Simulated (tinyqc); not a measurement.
Comparisons within one model: standing waves and exposure in a photoresist film. A value that a table varies takes the place of the one given here.

Normal incidence from air. Unexposed resist: N1 = n1 + i k1 with k1 = (A + B) lam/(4 pi), lam in micrometres. r01 = (1 - N1)/(1 + N1), t01 = 2/(1 + N1). Below the resist lie the layer Na = na + i ka and the substrate Ns = ns + i ks: r12 = (r1a + ras x)/(1 + r1a ras x), x = exp(4 pi i Na da/lam), r1a = (N1 - Na)/(N1 + Na), ras = (Na - Ns)/(Na + Ns). With p = exp(2 pi i N1 d/lam), the field at depth z is E(z) = t01 [exp(2 pi i N1 z/lam) + r12 p^2 exp(-2 pi i N1 z/lam)]/(1 + r01 r12 p^2), the relative intensity I(z) = n1 |E(z)|^2 and the reflectance R = |(r01 + r12 p^2)/(1 + r01 r12 p^2)|^2.

Parameters, chosen for this exercise (a resist on Cu, indices near tabulated ones; not measured data):

| symbol | value | unit | meaning |
|---|---|---|---|
| lam | 248 | nm | vacuum wavelength |
| n1 | 1.782 |  | resist index |
| A | 0.09 | 1/micrometre | bleachable absorption (Dill A) |
| B | 0.94 | 1/micrometre | fixed absorption (Dill B) |
| d | 406 | nm | resist thickness |
| ns | 1.488 |  | substrate n |
| ks | 1.786 |  | substrate k |
| na | 1.778 |  | n of the bottom antireflection layer |
| ka | 0.418 |  | its k |
| da | 23 | nm | its thickness |

## Swing of the coupled dose with resist thickness

The mean of I is taken over 800 depths; the relative dose to clear is taken as 1/(mean of I over the lowest period, 60 depths), scaled to 1 in the first row.

Swing:

| d (nm) | R | mean I | relative dose |
|---|---|---|---|
| 406.0 | 0.0897 | 0.7824 | 1.000 |
| 417.6 | 0.0266 | 0.8344 | 0.949 |
| 429.2 | 0.0388 | 0.8232 | 0.976 |
| 440.8 | 0.1084 | 0.7599 | 1.067 |
| 452.4 | 0.1588 | 0.7099 | 1.142 |
| 464.0 | 0.1493 | 0.7099 | 1.140 |
| 475.6 | 0.0875 | 0.7556 | 1.075 |
| 487.2 | 0.0291 | 0.8012 | 1.025 |
| 498.8 | 0.0404 | 0.7902 | 1.053 |
| 510.4 | 0.1052 | 0.7332 | 1.145 |
| 522.0 | 0.1525 | 0.6883 | 1.221 |
| 533.6 | 0.1436 | 0.6887 | 1.220 |
| 545.2 | 0.0856 | 0.7299 | 1.156 |

The period is 69.6 nm, six rows. The relative dose swings between 0.949 and 1.221, a ratio (max - min)/mean of 0.250, against the estimate 4 sqrt(|r01|^2 |r12|^2) exp(-(A + B) d) = 0.164 for the oscillating part alone; the ratio from the table also holds the slow rise from absorption, 15.6 % over two periods, so the two are not strictly comparable. The dose is least sensitive to thickness at an extremum; the lowest dose listed is at 417.6 nm.

## Tuning the antireflection layer

da takes the values listed; the contrast is (Imax - Imin)/(Imax + Imin) over the lowest period of the resist (60 depths).

Results:

| da (nm) | \|r12\|^2 | contrast |
|---|---|---|
| 0 | 0.2296 | 0.748 |
| 10 | 0.1552 | 0.652 |
| 20 | 0.0693 | 0.466 |
| 30 | 0.0157 | 0.252 |
| 40 | 0.0022 | 0.110 |
| 50 | 0.0146 | 0.242 |
| 60 | 0.0314 | 0.313 |
| 75 | 0.0338 | 0.327 |
| 90 | 0.0153 | 0.219 |
| 110 | 0.0060 | 0.130 |
| 140 | 0.0166 | 0.227 |

|r12|^2 starts at 0.2296 and is lowest, 0.0022, at 40 nm of those listed, where the contrast is 0.110 against 0.748. The contrast follows 2|r|/(1 + |r|^2), so even |r12|^2 = 0.01 leaves about 0.2. Values below 0.01 occur at 40 and 110 nm.

## What moves the exposure

The mean of I is over 800 depths. Each row changes one parameter from the base and keeps the others.

Results:

| case | \|r12\|^2 | R | mean I | I at the bottom |
|---|---|---|---|---|
| base | 0.0488 | 0.0897 | 0.7824 | 0.8973 |
| d = 416 nm | 0.0488 | 0.0319 | 0.8300 | 0.9424 |
| n1 = 1.8 | 0.0508 | 0.0641 | 0.8067 | 0.9303 |
| B = 1.14 1/micrometre | 0.0486 | 0.0873 | 0.7516 | 0.8269 |
| ks = 1.607 | 0.0377 | 0.0861 | 0.7763 | 0.8586 |
| da = 33 nm | 0.0078 | 0.0567 | 0.7750 | 0.7263 |
| ka = 0.543 | 0.0370 | 0.1059 | 0.7607 | 0.8014 |

The largest shifts from the base row, up to three for each result and ties (the steps differ in size, so this ranks the rows, not the parameters). |r12|^2: da -0.0410, ka -0.0118, ks -0.0111; unchanged at the printed digits by d. R: d -0.0578, da -0.0330, n1 -0.0256. mean I: d +0.0476, B -0.0308, n1 +0.0243. I at the bottom: da -0.1710, ka -0.0959, B -0.0704.

tinyqc: `OMP_NUM_THREADS=1 python tinyqc.py 1651010 1651011 out.jsonl`; about 0.01 s, one thread, shared Intel(R) Xeon(R) Processor @ 2.30GHz.
